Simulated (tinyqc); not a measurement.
Worked calculation: LCCD on RHF in the sto-3g basis, for H3+, spin multiplicity 1. Computed by tinyqc, a small Python program that keeps every step (integrals from PySCF). Settings: charge = 1, multiplicity = 1, basis = sto-3g, method = RHF, energy threshold = 1e-10, iteration cap = 67, orthogonalisation = canonical, start = core, DIIS depth = 6, amplitude equations = LCCD, DIIS depth for amplitudes = 6, cap on updates = 77. Command: `OMP_NUM_THREADS=1 python tinyqc.py 20039 20040 out.jsonl` (the two numbers bound the seeds that draw the settings). One thread of a shared host (Intel(R) Xeon(R) Processor @ 2.60GHz), about 0.05 s of CPU time with the checks. The early iterations of the SCF are left out here.

## One-electron integrals

Geometry (angstrom):
```
atom       x       y       z
H     0.0000  0.0000  0.0000
H     0.0000  0.0000  1.1970
H     0.0000  1.0370  0.5990
```

Basis sto-3g: exponents (1/bohr^2) and contraction coefficients of normalised primitives:
```
element  l (shell)  exponent  coefficient
H            s (1)    3.4253       0.1543
H            s (1)    0.6239       0.5353
H            s (1)    0.1689       0.4446
```

Overlap, kinetic and nuclear-attraction integrals over the contracted functions; the nuclear repulsion is the sum of Za Zb / Rab.

nuclear repulsion = 1.326024 hartree

overlap S, lower triangle:
```
        1H 1s   2H 1s   3H 1s
1H 1s  1.0000
2H 1s  0.3885  1.0000
3H 1s  0.3883  0.3885  1.0000
```

kinetic energy T (hartree), lower triangle:
```
        1H 1s   2H 1s   3H 1s
1H 1s  0.7600
2H 1s  0.0535  0.7600
3H 1s  0.0534  0.0535  0.7600
```

nuclear attraction V (hartree), lower triangle:
```
         1H 1s    2H 1s    3H 1s
1H 1s  -2.0981
2H 1s  -0.7531  -2.0983
3H 1s  -0.7525  -0.7530  -2.0981
```

core Hamiltonian H = T + V (hartree), lower triangle:
```
         1H 1s    2H 1s    3H 1s
1H 1s  -1.3381
2H 1s  -0.6996  -1.3383
3H 1s  -0.6991  -0.6995  -1.3381
```

## Two-electron integrals

Functions are numbered as in S; the eight-fold symmetry (ij|kl) = (ji|kl) = (kl|ij) leaves the list below.

Two-electron integrals (ij|kl) in chemists' order, unique and non-zero (hartree):
```
(11|11) 0.7746   (21|11) 0.2279   (21|21) 0.0920   (22|11) 0.4187
(22|21) 0.2279   (22|22) 0.7746   (31|11) 0.2276   (31|21) 0.0807
(31|22) 0.1728   (31|31) 0.0919   (32|11) 0.1729   (32|21) 0.0807
(32|22) 0.2278   (32|31) 0.0807   (32|32) 0.0920   (33|11) 0.4185
(33|21) 0.1729   (33|22) 0.4187   (33|31) 0.2276   (33|32) 0.2278
(33|33) 0.7746
```

## Orthogonalisation

S = U s U^T; canonical form X = U s^(-1/2), so that X^T S X = 1. Each column of U has its largest component positive (the first on a tie).

eigenvalues of S: 0.6114  0.6117  1.7769

X:
```
             1        2       3
1H 1s  -0.5714  -0.8738  0.4331
2H 1s   1.0426  -0.0577  0.4332
3H 1s  -0.4714   0.9316  0.4331
```

## Iteration 4 (converged): orbitals

converged F (hartree), lower triangle:
```
         1H 1s    2H 1s    3H 1s
1H 1s  -0.6428
2H 1s  -0.5651  -0.6429
3H 1s  -0.5648  -0.5651  -0.6427
```

Diagonalise F' = X^T F X, C = X C', fill 1 alpha and 1 beta electrons from the bottom; D = 2 C_occ C_occ^T. Each column has its largest component positive (the first on a tie).

F' = X^T F X (hartree), lower triangle:
```
         1        2        3
1  -0.1270
2   0.0000  -0.1274
3   0.0000   0.0000  -0.9977
```

orbital energies (hartree): MO1 -0.9977, MO2 -0.1274, MO3 -0.1270

coefficients C:
```
          MO1      MO2      MO3
1H 1s  0.4331  -0.8738  -0.5714
2H 1s  0.4332  -0.0577   1.0425
3H 1s  0.4331   0.9316  -0.4714
```

D after iteration 4, lower triangle:
```
        1H 1s   2H 1s   3H 1s
1H 1s  0.3751
2H 1s  0.3752  0.3754
3H 1s  0.3751  0.3752  0.3751
```

## Convergence

Stop when the energy changes by less than 1e-10 hartree and every element of the error matrix X^T (F D S - S D F) X is below 3e-06.

Course of the cycle:
```
iteration  E (hartree)     change  largest element of the error matrix
1            -1.212040          -                             2.00e-04
2            -1.212040  -2.62e-08                             2.13e-05
3            -1.212040  -3.01e-10                             4.28e-10
4            -1.212040     0.0000                             1.23e-11
```

PySCF RHF in the same basis = -1.212040 hartree

Converged in 4 iterations.

## Integrals over molecular orbitals

(pq|rs) = sum C_ip C_jq C_kr C_ls (ij|kl), one index at a time.

one-electron integrals over orbitals h = C^T H C (hartree), lower triangle:
```
         1        2        3
1  -1.5403
2   0.0000  -1.0445
3  -0.0001   0.0000  -1.0443
```

Two-electron integrals over orbitals (pq|rs), unique and non-zero (hartree):
```
(11|11) 0.5426      (21|11) -1.07e-05   (21|21) 0.1463      (22|11) 0.5317
(22|21) 0.0170      (22|22) 0.6231      (31|11) 6.38e-05    (31|22) -0.1015
(31|31) 0.1463      (32|21) -0.1016     (32|22) -1.28e-05   (32|31) -0.0170
(32|32) 0.0809      (33|11) 0.5318      (33|21) -0.0170     (33|22) 0.4614
(33|31) 0.1016      (33|32) 1.28e-05    (33|33) 0.6231
```

## LCCD: starting amplitudes

t_ij^ab = <ij||ab> / (e_i + e_j - e_a - e_b), whose energy is MP2.

Starting amplitudes (spin orbitals 1a, 1b, ...; amplitudes related by a flip of all spins are not repeated):
```
from      to        t
1a 1b  2a 2b  -0.0840
1a 1b  3a 3b  -0.0840
```

correlation energy = -0.024590 hartree

## LCCD: amplitude update 1

t_ij^ab D_ij^ab are set to the remaining terms of the spin-orbital equations, evaluated with the old amplitudes; for the doubles these are <ij||ab> + 1/2 <ab||ef> t_ij^ef + 1/2 <mn||ij> t_mn^ab + P(ij)P(ab) <mb||ej> t_im^ae, D the orbital-energy denominators (linear CCD).

Amplitudes after update 1 (spin orbitals 1a, 1b, ...; amplitudes related by a flip of all spins are not repeated):
```
from      to        t
1a 1b  2a 2b  -0.1124
1a 1b  3a 3b  -0.1124
```

correlation energy = -0.032893 hartree

## LCCD: amplitude update 2

As before.

Amplitudes after update 2 (spin orbitals 1a, 1b, ...; amplitudes related by a flip of all spins are not repeated):
```
from      to        t
1a 1b  2a 2b  -0.1220
1a 1b  3a 3b  -0.1220
```

correlation energy = -0.035696 hartree

## LCCD: convergence

E_corr = 1/4 sum <ij||ab> t_ij^ab; stop when the norm of the change is below 1e-8.

Course of the amplitude iterations:
```
update  correlation energy (hartree)  norm of the change
0                          -0.024590                   -
1                          -0.032893            8.03e-02
2                          -0.035696            2.71e-02
3                          -0.037125            9.15e-03
4                          -0.037125            3.22e-07
5                          -0.037125            8.26e-12
```

Converged amplitudes (spin orbitals 1a, 1b, ...; amplitudes related by a flip of all spins are not repeated):
```
from      to        t
1a 1b  2a 2b  -0.1269
1a 1b  3a 3b  -0.1268
```

LCCD total energy = -1.249165 hartree

Converged in 5 updates, with DIIS from the third.
